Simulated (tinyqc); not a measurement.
Hopping conduction between localised states: one step, computed by the program tinyqc. Command: `OMP_NUM_THREADS=1 python tinyqc.py 3019178 3019179 out.jsonl hop walk`. One thread of a shared host (Intel(R) Xeon(R) Processor @ 2.30GHz), about 0.01 s of CPU time with the checks.

Energies are counted from the Fermi level. A small network shows the mechanism; the laws of an infinite system follow.

Task: Pair exponents. Miller-Abrahams exponent s_ij = 2 r_ij/xi + (|E_i| + |E_j| + |E_i - E_j|)/(2 k_B T); G_ij = G_0 exp(-s_ij). The diagonal is set to 0 and not used.

Inputs (values chosen for the exercise, for a model defective oxide): localisation length xi = 2.2 nm; temperature T = 390 K.

Dimension: 3D.

sites of the small network (nm, nm, meV), columns x, y, energy:
$$\begin{pmatrix}
0 & 1.13 & 3.62 \\
3.02 & 3.32 & 36.69 \\
5.17 & 1.13 & 25.25 \\
7.39 & 1.38 & -66.54 \\
11.65 & 3.78 & 9.41 \\
14.07 & 4.3 & -91.51 \\
15.37 & 0.8 & 74.53 \\
19 & 2.52 & 1.08
\end{pmatrix}$$

Constants: k_B = 8.617333262e-05 eV/K.

Give: s_ij.

Result:

s_ij:
$$\begin{pmatrix}
0.00 & 4.48 & 5.45 & 8.81 & 11.14 & 15.94 & 16.19 & 17.43 \\
4.48 & 0.00 & 3.88 & 7.42 & 8.95 & 13.90 & 13.68 & 15.64 \\
5.45 & 3.88 & 0.00 & 4.76 & 7.12 & 12.06 & 11.50 & 13.39 \\
8.81 & 7.42 & 4.76 & 0.00 & 6.70 & 9.35 & 11.47 & 12.62 \\
11.14 & 8.95 & 7.12 & 6.70 & 0.00 & 5.25 & 6.55 & 7.06 \\
15.94 & 13.90 & 12.06 & 9.35 & 5.25 & 0.00 & 8.33 & 7.52 \\
16.19 & 13.68 & 11.50 & 11.47 & 6.55 & 8.33 & 0.00 & 5.87 \\
17.43 & 15.64 & 13.39 & 12.62 & 7.06 & 7.52 & 5.87 & 0.00
\end{pmatrix}$$
